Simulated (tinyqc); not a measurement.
# Permittivity and interface capacitance from two thicknesses

Problem. 1/C = t/(eps0 ek) + 2/ci for planar capacitors that differ only in thickness. Find ek, ci and the EOT of the interfaces, 2 x 3.9 eps0/ci.

Constants: eps0 = 8.8541878128e-14 F/cm where lengths are in cm. Results are converted to the units shown.

C at t = 5.9 and 18 nm (uF/cm^2): 3.3322558  1.2021512

Solution. 1/C is a straight line in t: the slope gives ek and the intercept 2/ci. A single thickness would give only the effective permittivity; when the interfaces are a small part of 1/C, ci needs very accurate data.

ek = 25.7
ci = 49.0 uF/cm^2
EOT of the interfaces = 0.141 nm

Program tinyqc, `OMP_NUM_THREADS=1 python tinyqc.py 2102156 2102157 out.jsonl`; Intel Xeon 2.30GHz, shared host, one thread, about 0.01 s.
